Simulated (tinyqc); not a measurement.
Floating body of a partially depleted SOI transistor: body voltage and kink: two steps of the calculation.

Source at 0 V. Channel current Ic = 2 nf K Vt^2 [F(0) - F(Vd)](1 + la Vd), F(V) = ln^2(1 + exp((Vg - VT - nf V)/(2 nf Vt))), VT = VT0 - gb Vb. Saturation voltage Vs = 2 Vt sqrt(F(0)) + 3 Vt, excess Ve = (Vd - Vs + sqrt((Vd - Vs)^2 + 0.0004 V^2))/2, multiplication M1 = Ai Ve exp(-Bl/Ve). Each junction passes D(v) = J1 (exp(v/Vt) - 1) + J2 (exp(v/(2 Vt)) - 1). Bipolar current Ib = bb J1 (exp(Vb/Vt) - 1). The body settles where M1 (Ic + Ib) = D(Vb) + D(Vb - Vd) + Vb/Rb; drain current Id = (1 + M1)(Ic + Ib) - D(Vb - Vd).

Inputs (values chosen for the exercise); values of the order met in partially depleted silicon-on-insulator transistors:
```
symbol,value,unit,meaning
T,330,K,temperature
VT0,0.55,V,threshold at zero body voltage
gb,0.15,,fall of the threshold per volt of body voltage
nf,1.36,,slope factor
K,230,uA/(V^2 um),gain factor per width
la,0.05,1/V,channel-length modulation factor
Ai,2.72,1/V,impact-ionisation prefactor
Bl,8.2,V,impact-ionisation voltage
J1,4.4e-12,uA/um,diffusion saturation current of each junction
J2,3.5e-8,uA/um,recombination saturation current of each junction
bb,3,,gain of the lateral bipolar transistor on the diffusion current
Rb,1e9,kohm um,"resistance of a weak body tie to the source (1e9 stands for no tie, and the term is then dropped)"
Vg,0.86,V,gate voltage
Vd,2,V,drain voltage
```

Constants: q = 1.602176634e-19 C, kB = 1.380649e-23 J/K, Vt = kB T/q. Results are converted to the units shown.

Task 1. New Vb. Current into the body I_in = M1 (Ic + Ib) - D(Vb - Vd), current out I_out = D(Vb) + Vb/Rb; f = ln(I_in/I_out), s = df/dVb by central differences over 1e-5 V, Vb(new) = Vb - f/s.

Vb at the start = 0.64 V

Find: Ic; Ve; M1; I_in; I_out; f; s; Vb after iteration 1.

Result 1.

Ic = 15.363 uA/um
Ve = 1.6159 V
M1 = 0.027489
I_in = 0.42447 uA/um
I_out = 0.028854 uA/um
f = 2.6886
s = -33.024 1/V
Vb after iteration 1 = 0.72141 V

Task 2. Drain current with floating and with grounded body. Id and VT at the converged Vb, Id at Vb = 0, their ratio, and the bipolar share Ib/(Ic + Ib).

converged Vb = 0.72143001 V

Wanted: VT; Id, floating; Id, grounded; ratio; bipolar share.

Result 2.

VT = 0.44179 V
Id, floating = 18.140 uA/um
Id, grounded = 9.3384 uA/um
ratio = 1.9425
bipolar share = 7.7812 %

The body rises to 0.721 V and lowers the threshold by 108 mV.

Range of the model: The multiplication law is an empirical form chosen for the exercise; self-heating and capacitive coupling to the body are left out, and the linear laws are rough once Vb passes about 0.7 V or M1 about 0.1.

Numbers from tinyqc (`OMP_NUM_THREADS=1 python tinyqc.py 2182212 2182213 out.jsonl`; about 0.2 s on one thread of a shared Intel Xeon 2.30GHz).
